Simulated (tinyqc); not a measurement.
# Ballistic Schottky-barrier transistor with a one-dimensional channel, WKB contacts: several studies

Source Fermi level 0, drain Fermi level -Vd. Far from the contacts Ec = pn - psi, and the gate moves psi one to one; the band edges relax as exp(-x/lam) from pn at the source and pn - Vd at the drain; Ev = Ec - Eg. A carrier of energy w inside the channel band meets at a contact a barrier of height D (the contact edge beyond the channel edge): T = 1 for w >= D, else exp(-S), S = 4 lam sqrt(m/C) [sqrt(D - w) - sqrt(w) arctan sqrt((D - w)/w)], C = hbar^2/(2 m0). The two contacts combine as Ts Td/(Ts + Td - Ts Td).

Values chosen for this exercise; channel values close to those of a germanium nanowire: temperature T = 350 K; band gap Eg = 0.66 eV; barrier for electrons at both contacts pn = 0.52 eV; electron mass mn = 0.12 m0; hole mass mp = 0.15 m0; valleys or subbands g = 2; screening length at the contacts lam = 2.5 nm; drain bias Vd = 0.05 V; band shift psi of the channel by the gate ps = 0.35 V.

Constants: q = 1.602176634e-19 C, kB = 1.380649e-23 J/K, hbar = 1.054571817e-34 J s, h = 6.62607015e-34 J s, m0 = 9.1093837015e-31 kg, Vt = kB T/q, hbar^2/(2 m0) = 0.0380998212 eV nm^2. Results are converted to the units shown.

Each table varies one quantity; the others keep the values above.

## Effect of the screening length

I = g (2 q^2/h) int T(w) [f(Es + w) - f(Ed + w)] dw, f(y) = 1/(1 + exp(y/Vt)). Electrons: Ds = psi, Dd = psi - Vd, Es = Ec, Ed = Ec + Vd. Holes: Ds = -psi, Dd = Vd - psi, Es = -Ev, Ed = -Ev - Vd. The size of each current is taken; both flow from drain to source and add. The integrals are converged.

Results:
```
lam (nm)  current of the electrons (uA)  share over the barriers (%)  |d psi/d log10| of this current (mV/decade)
0.5                            0.002480                     0.004963                                        77.81
1.6                            2.509e-4                      0.04905                                        95.92
2.6                            5.900e-5                       0.2086                                        116.8
4.8                            8.520e-6                        1.445                                        175.5
5.9                            4.741e-6                        2.596                                        209.7
6.9                            3.162e-6                        3.893                                        242.3
8                              2.231e-6                        5.516                                        279.0
```

Estimate the missing row, lam = 3.7 nm.

Computed row:
```
lam (nm)  current of the electrons (uA)  share over the barriers (%)  |d psi/d log10| of this current (mV/decade)
3.7                            1.903e-5                       0.6469                                        144.2
```

With this row back in the table: The current falls from 0.00248 to 2.23e-6 uA, while the share over the barriers rises from 0.00496 to 5.52 %: the thermionic part does not depend on lam, and a thinner barrier adds tunnelling. The swing rises from 77.8 to 279 mV/decade.

## Ambipolar transfer curve

Same model as above.

Swing = d(psi)/d(log10 I).

Ambipolar transfer curve:
```
ps (V)  electrons (uA)  holes (uA)    I (uA)  swing (mV/decade)
-0.11         3.208e-9      0.4273    0.4273             -200.8
-0.04         3.267e-8      0.1707    0.1707             -158.3
0.03          2.317e-7     0.05543   0.05543             -126.3
0.1           7.680e-7    0.006942  0.006943             -69.53
0.17          2.408e-6    6.823e-4  6.847e-4             -69.82
0.24          8.131e-6    6.700e-5  7.513e-5             -83.40
0.31          3.028e-5    6.578e-6  3.686e-5              229.0
0.39          1.510e-4    4.636e-7  1.515e-4              112.3
0.46          6.567e-4    4.552e-8  6.567e-4              108.8
0.53          0.002802    4.469e-9  0.002802              116.5
0.6           0.009744   4.388e-10  0.009744              147.5
0.67           0.02507   4.309e-11   0.02507              199.0
```

I goes from 0.427 through a minimum of 3.69e-5 (at ps = 0.31 V among the rows listed) to 0.0251 uA; the exact minimum lies at psi = 0.291 V. Holes carry the left branch and electrons the right. The ratio of the last row to the smallest is 680 and of the first row 11600, with barriers of 0.52 eV for electrons and 0.140 eV for holes. The steepest swing among the rows is 69.5 mV/decade, against the thermionic limit 69.4.

## Effect of the drain bias on the off state

Same model as above.

For each Vd, psi is set to the minimum of I.

Effect of the drain bias on the off state:
```
Vd (V)  psi at the minimum (V)  smallest I (uA)
0.05                     0.291          3.33e-5
0.14                     0.342          1.47e-4
0.23                     0.395          4.90e-4
0.32                     0.449          0.00160
0.41                     0.504          0.00518
0.5                      0.562           0.0161
0.59                     0.625           0.0446
```

What does the comparison show?

The smallest current rises from 3.33e-5 to 0.0446 uA, 4.93 decades a volt between the last two rows, and the minimum moves by 0.62 V a volt over the table: a larger Vd lets holes enter from the drain while electrons still enter from the source.

Range of the model: No scattering, image-force lowering, channel charge or band-to-band tunnelling; parabolic kappa overstates S deep in the gap.

tinyqc, about 0.09 s, one thread, Intel Xeon 2.30GHz (shared host): `OMP_NUM_THREADS=1 python tinyqc.py 2390126 2390127 out.jsonl`
